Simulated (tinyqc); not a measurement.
# Changing the coupling lambda_1

Model: critical temperature from a phonon spectrum: McMillan, Allen-Dynes and the linearised Eliashberg equation. Computed by tinyqc, a small Python program. Command: `OMP_NUM_THREADS=1 python tinyqc.py 3029225 3029226 out.jsonl eliashberg sweep`. One thread of a shared host (Intel(R) Xeon(R) Processor @ 2.30GHz), about 0.05 s of CPU time with the checks.

alpha^2 F(omega) = sum_i (lambda_i omega_i/2) delta(omega - omega_i), so that lambda = 2 int alpha^2 F/omega d omega = sum_i lambda_i.

Inputs (values chosen for the exercise, for a model metal):

| quantity | value | unit |
|---|---|---|
| peak energy omega_1 | 18.2 | meV |
| peak energy omega_2 | 50.9 | meV |
| coupling lambda_2 | 0.304 | - |
| Coulomb pseudopotential mu* | 0.1 | - |

Peaks in alpha^2 F: two.

Constants: k_B = 8.617333262e-05 eV/K.

Method:
- omega_log = exp(sum lambda_i ln omega_i / lambda); omega_rms = sqrt(sum lambda_i omega_i^2 / lambda).
- McMillan form: k_B T_c = (omega_log/1.2) exp[-1.04 (1 + lambda)/(lambda - mu* (1 + 0.62 lambda))]. Allen-Dynes multiplies it by f1 f2: f1 = [1 + (lambda/L1)^(3/2)]^(1/3), L1 = 2.46 (1 + 3.8 mu*); f2 = 1 + (omega_rms/omega_log - 1) lambda^2/(lambda^2 + L2^2), L2 = 1.82 (1 + 6.3 mu*) omega_rms/omega_log.
- Linearised Eliashberg equation at omega_n = (2n + 1) pi k_B T, n = 0..N-1: lambda(j) = sum_i lambda_i omega_i^2/(omega_i^2 + (2 pi j k_B T)^2); K_mn = lambda(m - n) + lambda(m + n + 1) - 2 mu*(N) - delta_mn [2m + 1 + lambda(0) + 2 sum_(j=1..m) lambda(j)], with 1/mu*(N) = 1/mu* + ln(omega_rms/omega_N), omega_N = (2N + 1) pi k_B T. T_c is where the largest eigenvalue rho of K is zero.
- N is the smallest integer at or above 8 omega_max/(2 pi k_B T_AD), omega_max the highest peak and T_AD the Allen-Dynes value.

One run for each value:

| coupling lambda_1 | T_c, Eliashberg (K) | omega_log (meV) | T_c, Allen-Dynes (K) | T_c, McMillan form (K) | lambda |
|---|---|---|---|---|---|
| 0.243 | 5.76 | 32.23 | 6.51 | 6.34 | 0.547 |
| 0.327 | 8.50 | 29.87 | 9.49 | 9.18 | 0.631 |
| 0.440 | 12.24 | 27.71 | 13.46 | 12.90 | 0.744 |
| 0.796 | 22.72 | 24.18 | 24.26 | 22.44 | 1.100 |
| 1.070 | 29.17 | 22.85 | 30.82 | 27.69 | 1.374 |

Give the missing row, coupling lambda_1 = 0.592.

Computed row:
```
coupling lambda_1  T_c, Eliashberg (K)  omega_log (meV)  T_c, Allen-Dynes (K)  T_c, McMillan form (K)  lambda
0.592                            17.02            25.80                 18.42                   17.40   0.896
```

Interpolating between the two neighbouring rows (linearly) misses most in T_c, McMillan form (K), by 2.5 %. Over the rows, T_c, Eliashberg (K) rises from 5.76 to 29.2 (exponent d ln y / d ln x 1.3 between the first rows and 0.84 between the last); omega_log (meV) falls from 32.2 to 22.9 (exponent d ln y / d ln x -0.26 between the first rows and -0.19 between the last); T_c, Allen-Dynes (K) rises from 6.51 to 30.8 (exponent d ln y / d ln x 1.3 between the first rows and 0.81 between the last). McMillan/Eliashberg goes from 1.10 to 0.95. More weight on the lowest peak also pulls omega_log down, which takes back part of the gain. Left out: 0.134, 0.180 (T_c is too low for a matrix of this size).

Extremes, crossings and ranges named in words are read from the listed rows.
